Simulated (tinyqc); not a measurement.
Inside a calculation. Model: strained alloy layer of GaSb and GaAs on (001) InP, model-solid band line-up.

tinyqc, about 0.01 s, one thread, Intel Xeon 2.30GHz (shared host): `OMP_NUM_THREADS=1 python tinyqc.py 2690045 2690046 out.jsonl` Printed values are rounded.

The layer is x parts of the first compound and 1 - x of the second, grown coherently on the third as substrate and barrier. Rows of the table: lattice constant a, average valence level Ea on an absolute scale, spin-orbit splitting so, gaps at Gamma, X and L, hydrostatic deformation potentials av and ac (Gamma), shear potential b, elastic constants, electron and heavy-hole (along z) masses. All are interpolated linearly in x; gaps get -C x (1 - x), taken wholly in the conduction band; real line-ups can differ from this model by 0.1 eV or more.

Parameters, values chosen for the exercise:

| symbol | value | unit | meaning |
|---|---|---|---|
| x | 0.55 |  | fraction of the first compound in the layer |
| CG | 1.43 | eV | bowing of the Gamma gap |
| CX | 1.2 | eV | bowing of the X gap |
| CL | 1.2 | eV | bowing of the L gap |

## Relaxed alloy and strain

Binary compounds, values chosen for the exercise:
```
              close to GaSb  close to GaAs  close to InP
a (angstrom)          6.096          5.653         5.869
Ea (eV)               -6.25          -6.92         -7.04
so (eV)               0.764          0.336         0.109
EG (eV)               0.723           1.44          1.35
EX (eV)                1.02           1.91          2.17
EL (eV)               0.821           1.72          1.95
av (eV)               0.797           1.17          1.25
ac (eV)               -6.81           -7.2         -5.01
b (eV)                   -2          -1.71         -1.69
c11 (GPa)              87.3            119          99.6
c12 (GPa)              39.9           54.6          55.4
me (m0)              0.0393         0.0673         0.081
mh (m0)               0.252          0.352         0.526
```

In-plane strain e = (a_substrate - a)/a, e_z = -2 (c12/c11) e, volume change 2 e + e_z.

a = 5.89665 angstrom
Gamma gap = 0.691725 eV
X gap = 1.12350 eV
L gap = 0.928550 eV
e = -0.468910 %
e_z = 0.429506 %
volume change = -0.508315 %

The relaxed alloy has its lowest gap at Gamma (direct). The layer is under compressive in-plane strain.

## Band edges and offsets

In-plane strain e = (a_substrate - a)/a, e_z = -2 (c12/c11) e, volume change 2 e + e_z. With v = 2 e + e_z and d = 2 b (e_z - e): Eav = Ea + av v; E_hh = Eav + so/3 - d/2; E_lh = Eav - so/6 + d/4 + sqrt(so^2 + so d + 9 d^2/4)/2; E_c = Ea + so/3 + EG + ac v (Gamma). Substrate: E_v = Ea + so/3, E_c = E_v + EG. Well depths: dEc = E_c(substrate) - E_c, dEhh = E_hh - E_v(substrate), dElh likewise; strained Gamma gap E_c - max(E_hh, E_lh); positive values confine carriers in the layer.

d = -0.0335918 eV
E_hh = -6.34914 eV
E_lh = -6.38172 eV
E_c = -5.63380 eV
strained Gamma gap = 0.715342 eV
dEc = -0.0198667 eV
dEhh = 0.654525 eV
dElh = 0.621948 eV

The heavy-hole band lies on top, by 32.6 meV. At Gamma the line-up is type II, holes in the layer and electrons outside.

## Critical thickness

In-plane strain e = (a_substrate - a)/a. Matthews-Blakeslee for 60-degree dislocations in a single layer: hc = k (ln(hc/bv) + 1), k = bv (1 - nu/4)/(4 pi |e| (1 + nu)), nu = c12/(c11 + c12), bv = a/sqrt(2); the larger root.

nu = 0.314121
bv = 0.416956 nm
hc = 25.3407 nm

The layer, Lw = 7.1 nm, is thinner than hc, so it stays coherent by this criterion.
